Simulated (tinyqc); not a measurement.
## Electron continuity equation in a given potential, Scharfetter-Gummel discretisation: three discretisations compared

Steady state in one dimension: J = q mu n E + q D dn/dx with E = -dpsi/dx and D = mu Vt, dJ/dx = 0, fixed densities nL and nR at the ends. The potential is given, psi = U x/L - Ub exp(-((x/L - xb)/sb)^2), and is not changed by the electrons.

12 equal intervals. Fluxes J_i = (q D/h)(n_(i+1) P_i - n_i Q_i), d_i = (psi_(i+1) - psi_i)/Vt: Scharfetter-Gummel P = B(d), Q = B(-d), B(d) = d/(exp(d) - 1); central P = 1 - d/2, Q = 1 + d/2; upwind P = 1 + max(-d, 0), Q = 1 + max(d, 0). Balance at each inner node: J_i - J_(i-1) = 0. The reference is Scharfetter-Gummel on 2400 intervals.

Parameters, values chosen for the exercise; mobility that of a made-up semiconductor: temperature T = 450 K; electron mobility mu = 281 cm^2/(V s); length of the region L = 0.99 um; density at x = 0 nL = 1.1e15 cm^-3; density at x = L nR = 1.8e15 cm^-3; potential difference psi(L) - psi(0) U = -1.2 V; depth of the dip in psi (a barrier for electrons) Ub = 0.3 V; position of the barrier over L xb = 0.33; width of the barrier over L sb = 0.12.

Constants: q = 1.602176634e-19 C, kB = 1.380649e-23 J/K, Vt = kB T/q. Results are converted to the units shown.

Densities (cm^-3):
```
node	Scharfetter-Gummel	central	upwind	reference
0	1.100e15	1.100e15	1.100e15	1.100e15
1	1.684e15	1.819e15	1.549e15	1.647e15
2	1.272e15	1.097e15	1.317e15	1.108e15
3	7.347e14	5.451e14	8.095e14	6.562e14
4	8.672e14	1.015e15	8.541e14	1.235e15
5	7.738e15	8.249e15	5.945e15	1.135e16
6	2.834e16	3.294e16	1.635e16	3.636e16
7	7.850e15	5.928e15	7.973e15	9.138e15
8	2.358e15	1.418e15	3.604e15	2.438e15
9	1.844e15	1.851e15	2.298e15	1.849e15
10	1.803e15	1.794e15	1.931e15	1.804e15
11	1.800e15	1.801e15	1.829e15	1.800e15
12	1.800e15	1.800e15	1.800e15	1.800e15
```

Largest errors as a share of the largest reference density listed: Scharfetter-Gummel 22 %, central 9.4 %, upwind 55 %. The largest |d| is 6.33. Upwinding stays positive but acts as if D were larger by the factor 1 + |d|/2, up to 4.16 here.

Computed by the program tinyqc: `OMP_NUM_THREADS=1 python tinyqc.py 2220058 2220059 out.jsonl`, one thread of a shared Intel Xeon 2.30GHz, about 0.01 s for the whole run.
